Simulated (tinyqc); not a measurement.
Ferroelectric with a first-order transition, Landau-Devonshire energy: two steps of the calculation.

One domain with free energy u = al P^2 + be P^4 + ga P^6 - E P, al = a0 (T - T0), be < 0 < ga (P in uC/cm^2, E in kV/cm, u in mJ/cm^3). Equilibrium: E = 2 al P + 4 be P^3 + 6 ga P^5; a state is stable against small changes where dE/dP > 0. The coercive field is that of uniform switching, which real films, switching by domains, do not reach.

Values chosen for this exercise: slope of the quadratic coefficient a0 = 0.021 kV cm/(uC K); Curie-Weiss temperature T0 = 700 K; quartic coefficient be = -0.0014 kV cm^5/uC^3; sixth-order coefficient ga = 2.5e-6 kV cm^9/uC^5; applied field Ea = 21 kV/cm.

Question 1. Transition temperatures. TC = T0 + be^2/(4 a0 ga), where u(Ps) = u(0); T1 = T0 + be^2/(3 a0 ga), where the polar minimum disappears. At TC the polarisation jumps from sqrt(-be/(2 ga)) to zero, with latent heat TC a0 Ps^2.

Give: TC; T1; jump of P; latent heat.

Answer 1.

TC = 709.33 K
T1 = 712.44 K
jump of P = 16.733 uC/cm^2
latent heat = 4.1709 J/cm^3

Thermal hysteresis can span T0 to T1, 12.4 K.

Question 2. Polarisation on the upper branch by Newton steps. f = 2 al P + 4 be P^3 + 6 ga P^5 - Ea, f' = 2 al + 12 be P^2 + 30 ga P^4, P(new) = P - f/f'.

P at the start = 24.6 uC/cm^2
al = -1.05 kV cm/uC

Find: f; f'; P after iteration 1.

Answer 2.

f = -20.89 kV/cm
f' = 15.20 kV cm/uC
P after iteration 1 = 25.97 uC/cm^2

Numbers from tinyqc (`OMP_NUM_THREADS=1 python tinyqc.py 2860027 2860028 out.jsonl`; about 0.01 s on one thread of a shared Intel Xeon 2.30GHz).
